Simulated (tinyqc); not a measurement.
Worked calculation: sp3 tight binding, zinc-blende lattice. One step of it, computed by the program tinyqc.

Problem. Levels at k. Diagonalise the Hermitian matrix.

H(k) at k (eV), lower triangle (Hermitian):
```
                      a s                 a px                 a py                 a pz
a s            -12.340000
a px             0.000000            -6.840000
a py             0.000000             0.000000            -6.840000
a pz             0.000000             0.000000             0.000000            -6.840000
c s   -3.438921-4.803446i   1.578302+3.738709i   1.759303+3.354063i   6.101018+0.967185i
c px  -1.578302-3.738709i   0.823404+1.150121i  -7.332394-1.162393i  -2.114385-4.031018i
c py  -1.759303-3.354063i  -7.332394-1.162393i   0.823404+1.150121i  -1.896853-4.493297i
c pz  -6.101018-0.967185i  -2.114385-4.031018i  -1.896853-4.493297i   0.823404+1.150121i

             c s       c px       c py       c pz
c s   -12.340000
c px    0.000000  -6.840000
c py    0.000000   0.000000  -6.840000
c pz    0.000000   0.000000   0.000000  -6.840000
```

Give: eigenvalues; weights |c|^2 of the basis functions.

Solution.

eigenvalues (eV): -21.7400  -19.3738  -15.3448  -15.2769  -0.6655  0.4163  1.6512  4.6135

weights |c|^2 of the basis functions:
```
      band 1  band 2  band 3  band 4  band 5  band 6  band 7  band 8
a s   0.4182  0.1086  0.0177  0.0551  0.2819  0.0925  0.0003  0.0256
a px  0.0121  0.1509  0.2962  0.0201  0.0199  0.0978  0.2321  0.1708
a py  0.0125  0.1495  0.1326  0.1899  0.0117  0.0626  0.2663  0.1748
a pz  0.0572  0.0910  0.0534  0.2350  0.1865  0.2471  0.0012  0.1287
c s   0.4182  0.1086  0.0177  0.0551  0.2819  0.0925  0.0003  0.0256
c px  0.0121  0.1509  0.2962  0.0201  0.0199  0.0978  0.2321  0.1708
c py  0.0125  0.1495  0.1326  0.1899  0.0117  0.0626  0.2663  0.1748
c pz  0.0572  0.0910  0.0534  0.2350  0.1865  0.2471  0.0012  0.1287
```
